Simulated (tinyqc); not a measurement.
## MOSFET in saturation, small-signal circuit and noise: gains against frequency

Bias by the inversion coefficient IC = I/Ispec (charge-based model with velocity saturation; weak inversion below 0.1, strong above 10). Common-source circuit: gm, gds, Cgs, Cgd and Cj at the inner nodes, Rg in series with the gate; quasi-static, no source or drain resistance, no gate-body capacitance, no substrate network, no induced gate noise, so fmax is an upper estimate.

Ispec = 2 n mu Cox (W/L) Vt^2, lc = Ls/L, gms = [sqrt((lc IC + 1)^2 + 4 IC) - 1]/[2 + lc (lc IC + 1)], gm = gms Ispec/(n Vt), gds = sg gm. qs = [sqrt(1 + 4 IC) - 1]/2, Cgs = Cox W L qs (2 qs + 3)/(3 (qs + 1)^2) + Cov W, Cgd = Cov W, Cd = Cj W, Rg = Rsh (Wf/L)/(12 Nf) + Rc/W with Nf = W/Wf fingers (not rounded) contacted at both ends. fT = gm/(2 pi (Cgs + Cgd)), fmax = fT/(2 sqrt(Rg (gds + 2 pi fT Cgd))). Inner admittances at w = 2 pi f: y11 = i w (Cgs + Cgd), y12 = -i w Cgd, y21 = gm - i w Cgd, y22 = gds + i w (Cgd + Cd). Invert to Z, add Rg to Z11 and invert back to Y. |h21| = |Y21/Y11|; U = |Y21 - Y12|^2/(4 [Re Y11 Re Y22 - Re Y12 Re Y21]). MSG = |Y21/Y12|; stability factor k = [2 Re Y11 Re Y22 - Re(Y12 Y21)]/|Y12 Y21|.

Values chosen for this exercise: temperature T = 400 K; gate length L = 130 nm; total gate width W = 10 um; gate capacitance Cox = 1.57 uF/cm^2; mobility mu = 160 cm^2/(V s); slope factor n = 1.4; velocity-saturation length Ls = 20 nm; ratio gds/gm sg = 0.042; overlap and fringe capacitance per side Cov = 0.3 fF/um; drain junction capacitance Cj = 0.4 fF/um; sheet resistance of the gate Rsh = 20 ohm; finger width Wf = 1 um; gate contact and vertical resistance Rc = 100 ohm um; inversion coefficient IC = 14.

Constants: q = 1.602176634e-19 C, kB = 1.380649e-23 J/K, Vt = kB T/q. Results are converted to the units shown.

The same in every row: f sqrt(U) (GHz) = 180.2.

Result of one run:
```
f (GHz),|h21| (dB),U (dB),MSG (dB),k
1.2,29.16,43.53,22.27,0.009669
```

What becomes of these results when the signal frequency f is changed from 1.2 to 2.3 GHz, all else the same?

Result of the changed run:
```
f (GHz),|h21| (dB),U (dB),MSG (dB),k
2.3,23.51,37.88,19.45,0.01853
```

The whole series:
```
f (GHz),|h21| (dB),U (dB),MSG (dB),k
0.34,40.11,54.48,27.75,0.002740
0.64,34.62,48.99,25.00,0.005157
1.2,29.16,43.53,22.27,0.009669
2.3,23.51,37.88,19.45,0.01853
4.2,18.28,32.65,16.83,0.03383
7.9,12.79,27.16,14.09,0.06361
15,7.241,21.59,11.31,0.1205
28,1.878,16.17,8.634,0.2235
```

Over the table |h21| falls by 20.0 dB a decade, U by 20.0 and MSG by 9.98. The product f sqrt(U) stays at 180 GHz, against fmax = 180 GHz from the formula. k stays below one in all rows, so the device is only conditionally stable. In every row fmax exceeds 4 fT, where channel resistance and substrate losses, left out here, would cap it.

tinyqc, about 0.01 s, one thread, Intel Xeon 2.30GHz (shared host): `OMP_NUM_THREADS=1 python tinyqc.py 2150135 2150136 out.jsonl`
